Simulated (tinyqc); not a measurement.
Changing the temperature T: space-charge-limited current through a thin insulating or semi-insulating film with traps. Computed by tinyqc, a small Python program. Command: `OMP_NUM_THREADS=1 python tinyqc.py 3026905 3026906 out.jsonl sclc sweep`. One thread of a shared host (Intel(R) Xeon(R) Processor @ 2.30GHz), about 0.01 s of CPU time with the checks.

One ohmic injecting contact at x = 0 (field zero), drift only, non-degenerate free carriers.

Inputs (values chosen for the exercise, modelled on HfO2):
```
quantity,value,unit
permittivity eps,22,-
band mobility mu,0.056,cm^2/(V s)
effective density of states N_c,1e+20,1/cm^3
trap density N_t,3e+16,1/cm^3
"equilibrium Fermi level below the band edge, E_0",0.59,eV
thickness d,900,nm
"free density at the anode, in units of N_c",0.00049,-
characteristic temperature T_c,900,K
```

Traps: exponential tail.

Constants: k_B = 8.617333262e-05 eV/K; e = 1.602176634e-19 C; eps_0 = 8.8541878128e-12 F/m.

Method:
- Free density n_0 = N_c exp(-E_0/k_B T) in equilibrium; trapped density n_t(n) = N_t (n/N_c)^(T/T_c) (the low-temperature form).
- theta = n/(n + n_t) at the anode density; trap-filled-limit voltage V_TFL = e (N_t - n_t(n_0)) d^2/(2 eps eps_0).
- J = e mu n F and (eps eps_0/e) dF/dx = n - n_0 + n_t(n) - n_t(n_0) = rho(n). With F = J/(e mu n): d = (eps eps_0 J/(e^2 mu)) I_1 and V = (eps eps_0 J^2/(e^3 mu^2)) I_2, I_k = int_(n_L)^infinity dn/(n^(k+1) rho(n)), n_L the density at the anode; with u = n_L/n, 200 Gauss-Legendre points in t, u = 1 - (1 - t)^2.
- Anode field J/(e mu n_L); Mott-Gurney current (9/8) eps eps_0 mu V^2/d^3; ohmic current e n_0 mu V/d.

One run for each value:
```
temperature T (K),theta,voltage V (V),current density J (A/cm^2),n_0 (1/cm^3)
200,0.89882,46.656,344.55,1.3572e+05
236,0.92337,45.883,338.12,2.5151e+07
271,0.94188,45.314,333.41,1.0661e+09
307,0.95649,44.870,329.76,2.0627e+10
343,0.96755,44.537,327.03,2.1429e+11
379,0.97587,44.285,324.97,1.4270e+12
414,0.98195,44.097,323.46,6.5721e+12
450,0.98663,43.944,322.22,2.4677e+13
```

What does the table show, and why?

Over the rows, theta rises from 0.899 to 0.987 (exponent d ln y / d ln x 0.16 between the first rows and 0.057 between the last); voltage V (V) falls from 46.7 to 43.9 (exponent d ln y / d ln x -0.10 between the first rows and -0.042 between the last); current density J (A/cm^2) falls from 345 to 322 (exponent d ln y / d ln x -0.11 between the first rows and -0.046 between the last). The anode density is held fixed; heating frees trapped charge, so less voltage is needed for it.
